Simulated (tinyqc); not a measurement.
# Absorption coefficient and reflectance from two thicknesses

Inverse problem. With transparent contact layers the responsivity is (1 - Rf)(1 - exp(-al wi)) q lam/(h c). The second absorber is twice as thick as the first. Find al and Rf.

Values chosen for this exercise:

| symbol | value | unit | meaning |
|---|---|---|---|
| lam | 650 | nm | wavelength |

Constants: q = 1.602176634e-19 C, h = 6.62607015e-34 J s, c = 299792458 m/s. Results are converted to the units shown.

responsivity for wi = 1.7 and 3.4 um (A/W): [0.20847274, 0.32483501]

Answer. The ratio of the responsivities is 1 + exp(-al w1), which gives al; either value then gives 1 - Rf.

al = 3.43e3 1/cm
Rf = 0.100

tinyqc, about 0.01 s, one thread, Intel Xeon 2.30GHz (shared host): `OMP_NUM_THREADS=1 python tinyqc.py 2250023 2250024 out.jsonl`
